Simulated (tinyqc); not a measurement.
Plane-wave Kohn-Sham cycle with exchange-only LDA in a layered model solid, step by step. One step of it, computed by the program tinyqc.

Task: Iteration 2: Hamiltonian at one k. H(m,m') = (k + G_m)^2/2 delta + V(G_m - G_m'), with V(-G) = V(G).

A solid whose potential varies along x alone (atomic units):
```
parameter                      value
period a                    8.700000
cross-section of the cell  36.000000
electrons per cell                 2
grid points                       16
plane waves -n..n, n               2
k points                           1
V1 in V1 cos(2 pi x/a)     -0.780000
V2 in V2 cos(4 pi x/a)     -0.040000
```

V(G_m), m = 0, 1, 2, ... (hartree): -0.182386  -0.384575  -0.021377  -0.000985  -0.000071

k = 0.000000 2 pi / a

Give: H.

Result:

H (hartree):
```
         -2       -1       +0       +1       +2
-2   0.8608  -0.3846  -0.0214  -0.0010  -0.0001
-1  -0.3846   0.0784  -0.3846  -0.0214  -0.0010
+0  -0.0214  -0.3846  -0.1824  -0.3846  -0.0214
+1  -0.0010  -0.0214  -0.3846   0.0784  -0.3846
+2  -0.0001  -0.0010  -0.0214  -0.3846   0.8608
```
